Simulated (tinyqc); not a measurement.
# Barrier height from two thicknesses

Question. Through a thick flat barrier T = c exp(-2 kappa t) with a prefactor c that does not depend on t, and kappa = sqrt(m1 phi1/C), C = hbar^2/(2 m0). Find kappa, the decades lost for each nanometre, c and phi1.

Parameters, values chosen for the exercise:

| symbol | value | unit | meaning |
|---|---|---|---|
| m1 | 0.5 | m0 | tunnelling mass of layer 1 |

Constants: q = 1.602176634e-19 C, hbar = 1.054571817e-34 J s, m0 = 9.1093837015e-31 kg, hbar^2/(2 m0) = 0.0380998212 eV nm^2. Results are converted to the units shown.

T at t = 1.1 and 2.8 nm: 1.9074036e-6  5.3273536e-16

Solution. The ratio of the two values removes c: kappa = ln(T_a/T_b)/(2 (t_b - t_a)).

kappa = 6.47 1/nm
decades a nanometre = 5.62
c = 2.90
phi1 = 3.19 eV

tinyqc, about 0.05 s, one thread, Intel Xeon 2.30GHz (shared host): `OMP_NUM_THREADS=1 python tinyqc.py 2540117 2540118 out.jsonl`
